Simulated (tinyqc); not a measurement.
Hexagonal on-chip spiral inductor, lumped pi model: effect of the metal thickness.

Outer diameter do = di + 2 n wd + 2 (n - 1) sp, mean da = (do + di)/2, fill p = (do - di)/(do + di), length l = 3.464 n da. L = 2.33 mu0 n^2 da/(1 + 3.82 p), mu0 = 4 pi 1e-7 H/m. Rs = rho l/(wd delta (1 - exp(-th/delta))), delta = sqrt(rho/(pi f mu0)). Cs = n wd^2 eps0 eo/hu across the coil. At each end Cox = l wd eps0 eo/(2 ho) leads to the substrate branch Rsi = 2 rs he/(l wd) in parallel with Csi = l wd eps0 11.7/(2 he). With one end grounded Y = 1/(Rs + i w L) + i w Cs + 1/[1/(i w Cox) + 1/(1/Rsi + i w Csi)], w = 2 pi f; Q = -Im Y/Re Y. Eddy currents in neighbouring turns and in the substrate are left out.

Peak Q and its frequency from a search over f; self-resonance where Im Y = 0; Q at the given f (negative beyond resonance).

Values chosen for this exercise; values of the order met in silicon radio-frequency processes:
- n = 1.5 (number of turns)
- wd = 6 um (line width)
- sp = 1.5 um (space between turns)
- di = 80 um (inner diameter)
- rho = 3 uohm cm (metal resistivity)
- ho = 6.9 um (oxide below the coil)
- hu = 1.2 um (oxide between coil and underpass)
- eo = 3 (relative permittivity of the oxide)
- rs = 100 ohm cm (substrate resistivity)
- he = 80 um (effective spreading depth in the substrate)
- f = 4.8 GHz (frequency)

Constants: eps0 = 8.8541878128e-12 F/m. Results are converted to the units shown.

The same in every row: L (nH) = 0.4179; do (um) = 99.50.

Effect of the metal thickness:
```
th (um)  peak Q  f of the peak (GHz)  self-resonance (GHz)  Q at f
0.5       15.60                75.72                 154.1   2.227
0.9       18.46                70.38                 154.1   3.469
1.5       19.51                66.82                 154.1   4.728
2         19.69                65.83                 154.1   5.404
3         19.74                65.42                 154.1   6.163
4         19.74                65.39                 154.1   6.506
6         19.74                65.38                 154.1   6.730
9         19.74                65.38                 154.1   6.783
```

As th goes from 0.5 to 9, L stays at 0.418 nH, the peak Q rises from 15.6 to 19.7, its frequency falls from 75.7 to 65.4 GHz and the self-resonance stays near 154 GHz. Once th exceeds a few skin depths Rs no longer falls.

tinyqc, about 0.01 s, one thread, Intel Xeon 2.30GHz (shared host): `OMP_NUM_THREADS=1 python tinyqc.py 2302110 2302111 out.jsonl`
